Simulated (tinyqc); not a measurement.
Worked calculation: implant damage, amorphisation by cascade overlap, and solid-phase epitaxial regrowth. Computed by tinyqc, a small Python program that keeps every step. Command: `OMP_NUM_THREADS=1 python tinyqc.py 3113957 3113958 out.jsonl sper walk`. One thread of a shared host (Intel(R) Xeon(R) Processor @ 2.30GHz), about 0.01 s of CPU time with the checks. Intermediate numbers are printed to about 6 digits and carried at full precision; extremes and crossings named in words are read from the listed rows.

Range and width of the damage are inputs. Dynamic annealing enters only through the surviving share f.

Inputs (values chosen for the exercise, modelled on phosphorus ions in silicon):
```
quantity                            value    unit
atomic density N                     49.9  1/nm^3
ion Z1                                 15       -
ion mass M1                            31       u
target Z2                              14       -
target mass M2                      28.09       u
ion energy E                           20     keV
displacement energy E_d                15      eV
depth of the damage peak R_d           18      nm
width of the damage profile s_d        12      nm
share of defects that survive f      0.88       -
critical displaced share x_c         0.15       -
dose Q                            2.8e+14  1/cm^2
overlaps needed n                       3       -
area amorphised by one track A_i      1.2    nm^2
regrowth prefactor v0             5.3e+15    nm/s
regrowth energy E_a                   2.7      eV
anneal temperature                    614       C
rate relative to (100)               0.04       -
peak enhancement by the dopant        9.6       -
ramp rate                             2.1     K/s
```

Constants: a_0 = 0.529177210903 angstrom; e^2/(4 pi eps_0) = 14.39964548 eV angstrom; k_B = 8.617333262e-05 eV/K.

## Damage energy and displacements per ion

Robinson partition: eps = E a M2/(Z1 Z2 (e^2/(4 pi eps_0)) (M1 + M2)), a = 0.8853 a_0/sqrt(Z1^(2/3) + Z2^(2/3)); k = 0.0793 Z1^(2/3) Z2^(1/2) (M1 + M2)^(3/2)/((Z1^(2/3) + Z2^(2/3))^(3/4) M1^(3/2) M2^(1/2)); damage energy T_d = E/(1 + k (eps + 0.40244 eps^(3/4) + 3.4008 eps^(1/6))); displacements nu = 0.8 T_d/(2 E_d).

reduced energy eps = 0.427149

k = 0.139938

damage energy T_d = 13.3109 keV

T_d/E = 0.665545

displacements per ion nu = 354.957

33 % of the energy goes to electrons.

## The amorphous layer

Displaced share x(z) = f nu Q exp(-(z - R_d)^2/(2 s_d^2))/(sqrt(2 pi) s_d N); the layer is amorphous where x > x_c, between R_d -/+ s_d sqrt(2 ln(x_max/x_c)), the upper edge being cut at the surface. Threshold dose Q_c = Q x_c/x_max.

peak displaced share x_max = 0.582700

threshold dose Q_c = 7.20783e+13 1/cm^2

upper edge = 0 nm

lower edge = 37.7693 nm

The layer reaches the surface.

## Damage left below the interface

Displaced atoms per area beyond the lower edge z2: f nu Q (1/2) erfc((z2 - R_d)/(sqrt2 s_d)); they are not removed by regrowth.

share of the damage beyond z2 = 0.0497333

displaced atoms beyond z2 = 4.34975e+15 1/cm^2

## Layer against dose

The formulas are those given above.

Dose series; the last column is f nu Q erfc((z2 - R_d)/(sqrt2 s_d))/2:
```
Q (1/cm^2)    x_max  upper edge (nm)  lower edge (nm)  displaced atoms beyond z2 (1/cm^2)
7.93e+13    0.16503          12.7560          23.2440                         8.20034e+15
1.08e+14    0.22476           7.2083          28.7917                         6.21549e+15
1.80e+14    0.37459           1.7649          34.2351                         4.95005e+15
2.88e+14    0.59935           0.0000          37.9735                         4.31905e+15
5.05e+14    1.05094           0.0000          41.6787                         3.82291e+15
8.65e+14    1.80013           0.0000          44.7521                         3.48432e+15
1.80e+15    3.74593           0.0000          48.4421                         3.14458e+15
3.60e+15    7.49186           0.0000          51.5611                         2.90221e+15
```

A dose 45 times larger moves the lower edge from 23.2 to 51.6 nm, as the root of a logarithm, and the damage beyond it falls by a factor 2.8, since the edge lies on an ever steeper tail. The layer reaches the surface at Q_c exp(R_d^2/(2 s_d^2)) = 2.22e14 per cm^2.

## Overlap model

Gibbons model: a point turns amorphous after n + 1 hits; with y = A_i Q the amorphous share is 1 - exp(-y) sum_(k=0..n) y^k/k!. Doses are set by y.

Amorphous share:
```
y     Q (1/cm^2)  direct impact (n = 0)      given n
0.1  8.33333e+12               0.095163  3.84683e-06
0.3  2.50000e+13               0.259182  2.65811e-04
0.6  5.00000e+13               0.451188  3.35807e-03
1.0  8.33333e+13               0.632121  1.89882e-02
2.0  1.66667e+14               0.864665  1.42877e-01
3.0  2.50000e+14               0.950213  3.52768e-01
5.0  4.16667e+14               0.993262  7.34974e-01
8.0  6.66667e+14               0.999665  9.57620e-01
```

At small y the share grows as y^4; between the first rows the exponent is 3.86.

## Isothermal regrowth

v = v0 x orientation factor x exp(-E_a/(k_B T)) x [1 + (enhancement - 1) exp(-(z - R_d)^2/(2 s_d^2))], T = anneal temperature + 273.15 K; the dopant is taken to follow the damage profile; the lower front moves from the lower edge z2 to the surface, or to the middle (z1 + z2)/2 of a buried layer with upper edge z1; time = int dz/v; the equivalent undoped distance is that time times the undoped velocity.

undoped velocity = 0.0972756 nm/s

distance to regrow = 37.7693 nm

time without enhancement = 388.271 s

equivalent undoped distance = 5.89708 nm

time with enhancement = 60.6224 s

The rate doubles for each 17 K or so near this temperature. Caution: regrowth on (111) is not only slow but leaves twins, which a single velocity does not describe.

## Regrowth during a ramp

On a linear ramp from 200 C regrowth ends at the T_f where int v_undoped dT/(ramp rate) equals the equivalent undoped distance.

temperature at which regrowth ends = 655.743 C

Checks made by the program: tail against quadrature of x(z) N (relative difference below 1e-10).
